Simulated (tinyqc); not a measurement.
# Voltage acceleration of oxide breakdown, four models on the same data: lifetime against voltage in four models

Field E = V/tox in MV/cm. Models: ln(t63/1 s) = a - c X with X = E (E model), -1/E (1/E model), ln V (power law, c the exponent n) or sqrt(E).

a and c were fitted to stress data from 2.25 to 2.98 V. Project to Vu, multiply by exp[(Ea q/kB)(1/Tu - 1/Ts)] and by ks; ten years are 3.15576e8 s.

Parameters, values chosen for the exercise: oxide thickness tox = 1.8 nm; stress temperature Ts = 398 K; use temperature Tu = 328 K; activation energy Ea = 0.54 eV; factor for area and percentile ks = 9.1e-6.

Constants: q = 1.602176634e-19 C, kB = 1.380649e-23 J/K. Results are converted to the units shown.

```
model         c         a
E       2.85002   49.9361
1/E     584.956  -32.2690
power   41.0289   47.7012
sqrt E  21.6536   90.9297
```

Lifetime against voltage in four models:
```
Vu (V)  log10 years, E  log10 years, 1/E  log10 years, power  log10 years, sqrt E
1.04             3.455             18.87               8.937                5.805
1.27             1.873             10.91               5.377                3.430
1.49            0.3604             5.595               2.530                1.353
1.72            -1.221             1.491            -0.02787              -0.6603
1.95            -2.803            -1.645              -2.264               -2.543
2.18            -4.384            -4.119              -4.251               -4.317
2.4             -5.897            -6.042              -5.964               -5.929
2.63            -7.479            -7.708              -7.595               -7.537
```

What does the table show?

The four agree within 0.23 decades in the last row, inside the stress range, and part by 15.4 decades in the first. The local exponent -d ln t/d ln V is c E for the E model, which shrinks as V falls, constant for the power law, and c/E for the 1/E model, which grows as V falls.

Range of the model: All four laws are empirical fits; none is established far below the stress range.

Program tinyqc, `OMP_NUM_THREADS=1 python tinyqc.py 2070052 2070053 out.jsonl`; Intel Xeon 2.30GHz, shared host, one thread, about 0.01 s.
